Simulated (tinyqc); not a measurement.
Wafer and channel orientation: ellipsoidal valleys in the axes of a wafer and a channel.

Valleys with axes a along [111], [1-1-1], [-11-1] and [-1-11], one whole valley each; inverse mass tensor w = 1/mt + (1/ml - 1/mt) a a. Device axes: z = nz/|nz|, x = nx/|nx|, y = z cross x; in them a = (ax, ay, az). Confinement mass mz = 1/w_zz. In the plane w_ij is replaced by u_ij = w_ij - w_iz w_jz/w_zz (i, j = x, y); density-of-states mass md = 1/sqrt(det u); conductivity mass along x mc = 1/u_xx; ballistic transport mass mx = u_yy/det u, width mass my = 1/u_yy.

Hard walls: E_n = c (n pi/t)^2/mz, c = hbar^2/2m0, n = 1, 2, 3. Non-degenerate share of a valley proportional to md sum_n exp(-E_n/kT); mean 1/mc = sum of share/mc. 1 nm = 10 angstrom.

Constants: hbar^2/2m0 = 3.80998211 eV angstrom^2; kB = 8.617333262e-05 eV/K.

Inputs chosen for the exercise (near those of the L valleys of Ge; the results hold for these values, not for the real material):

| symbol | value | unit | meaning |
|---|---|---|---|
| ml | 1.591 | m0 | longitudinal mass |
| mt | 0.085 | m0 | transverse mass |
| t | 6.8 | nm | thickness of the film |
| T | 300 | K | temperature |

For each face/channel: the lowest ladder (mz, number of valleys, md, E1, share) and the mean conductivity mass over all valleys.

Results:

| face/channel | mz | valleys | md | E1 (meV) | share | mean mc |
|---|---|---|---|---|---|---|
| (111)/[1-10] | 1.591 | 1 | 0.085 | 5.1 | 0.763 | 0.0956 |
| (210)/[001] | 0.197 | 2 | 0.242 | 41.3 | 0.816 | 0.2485 |
| (001)/[110] | 0.124 | 4 | 0.304 | 65.5 | 1.000 | 0.1577 |
| (110)/[001] | 0.230 | 2 | 0.223 | 35.3 | 0.865 | 0.3901 |
| (113)/[1-10] | 0.300 | 1 | 0.196 | 27.1 | 0.586 | 0.1186 |
| (001)/[100] | 0.124 | 4 | 0.304 | 65.5 | 1.000 | 0.1577 |
| (110)/[1-10] | 0.230 | 2 | 0.223 | 35.3 | 0.865 | 0.0929 |

What does the comparison show?

The mean conductivity mass is lowest, 0.0929, for (110)/[1-10] and highest, 0.3901, for (110)/[001]; the bulk value is 0.1242. The confinement energy is lowest on the face with the heaviest mz ((111), 5 meV). The density of states of the lowest ladder, valleys times md, runs between 0.085 and 1.217; a small value limits the charge through the quantum capacitance.

Program tinyqc; command `OMP_NUM_THREADS=1 python tinyqc.py 1850776 1850777 out.jsonl`; about 0.01 s on one thread of a shared Intel(R) Xeon(R) Processor @ 2.30GHz.
